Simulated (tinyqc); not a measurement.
Inside a calculation. Model: capacitance measurement on a leaky thin oxide: effects of series resistance and leakage.

Numbers from tinyqc (`OMP_NUM_THREADS=1 python tinyqc.py 2022066 2022067 out.jsonl`; about 0.01 s on one thread of a shared Intel Xeon 2.30GHz). Printed values are rounded.

The device is a capacitance C in parallel with a leakage conductance G, in series with Rs and Ls. An impedance meter reports either a parallel pair (Cp, Gp) from Y = 1/Z = Gp + i w Cp or a series pair (Cs, Rm) from Z = Rm + 1/(i w Cs); w = 2 pi f, dissipation D = Gp/(w |Cp|).

Inputs (values chosen for the exercise); values of the order met in thin-oxide MOS capacitors:
- eox = 22.1 (relative permittivity of the gate insulator (close to hafnium oxide))
- tox = 10 nm (insulator thickness)
- A = 100 um^2 (gate area)
- zc = 0.46 nm (oxide-equivalent thickness added by the accumulation layer)
- zp = 0 nm (oxide-equivalent thickness added by gate depletion)
- Jg = 5.4 A/cm^2 (gate leakage current density, not matched to the thickness)
- Vs = 0.19 V (voltage for an e-fold rise of the leakage)
- Rs = 560 ohm (series resistance)
- Ls = 250 nH (series inductance)
- f = 50000 Hz (measuring frequency)

Constants: eps0 = 8.8541878128e-14 F/cm where lengths are in cm. Results are converted to the units shown.

## True capacitance and conductance

EOT = 3.9 tox/eox; CET = EOT + zc + zp; C = 3.9 eps0 A/CET; G = Jg A/Vs.

EOT = 1.76471 nm
CET = 2.22471 nm
C = 1.55218 pF
G = 28.4211 uS

## What the meter reports

Z = Rs + i w Ls + 1/(G + i w C).

Z = (3.57348-0.06034i) x 1e4 ohm
Cp = 1.50373 pF
Gp = 27.9759 uS
Cs = 5275.02 pF
D = 59.2196

Cp is 3.1 % below C and Cs is 3400 times it; G Rs = 0.0159, w C Rs = 2.73e-4 and G/(w C) = 58.3.
